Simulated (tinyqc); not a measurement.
Gap of the edge states against width: BHZ model on a square lattice (one spin block).

h(k) = e0 + d.s with s the Pauli matrices in the basis (E, H), k in units of 1/a: dx = (A/a) sin kx, dy = (A/a) sin ky, dz = M - (2B/a^2)(2 - cos kx - cos ky), e0 = -(2D/a^2)(2 - cos kx - cos ky). The other spin block is h*(-k). For small k this is the continuum model with dz = M - B k^2.

Ribbon along x with N rows: cos ky and sin ky become hoppings between rows, block (A/a) sy/(2i) + (B/a^2) sz + D/a^2 from row n to n + 1, and the rows end at hard walls; width (N + 1) a.

Inputs chosen for the exercise (of the size used for HgTe wells; shifted at random, so the results belong to these values and not to a real crystal):
```
symbol  value    unit           meaning
A       3.86     eV angstrom
B       -72.6    eV angstrom^2
D       -48      eV angstrom^2
M       -0.0234  eV             mass term
a       50       angstrom       grid spacing
```

penetration = 204.71 angstrom
E at kx = 0 = 15.4711 meV

The two middle levels of the ribbon at kx = 0. The continuum edge state has E = -D M/B and penetration 1/Re(l1), l1 = F - sqrt(F^2 - M/B), F = |A|/(2 sqrt(B^2 - D^2)).

Edge levels:
```
N   width (nm)  lower (meV)  upper (meV)  gap (meV)
6         35.0       11.708       22.462    10.7542
10        55.0       14.023       17.546     3.5226
14        75.0       14.893       16.173     1.2801
20       105.0       15.328       15.624     0.2959
28       145.0       15.450       15.493     0.0428
40       205.0       15.470       15.472     0.0024
56       285.0       15.471       15.471     0.0000
```

What can be read from this table?

The two edges of one spin block overlap and open a gap, 10.75 meV at 35 nm and 0.0000 meV at 285 nm, against a bulk gap 2|M| = 46.8 meV at Gamma and a penetration of 20.5 nm. The mean of the pair in the widest ribbon is 15.471 meV, against 15.471 for the continuum edge.

Run: tinyqc, `OMP_NUM_THREADS=1 python tinyqc.py 1450166 1450167 out.jsonl`; Intel(R) Xeon(R) Processor @ 2.30GHz, one thread, shared host; about 0.2 s of CPU time with all checks.
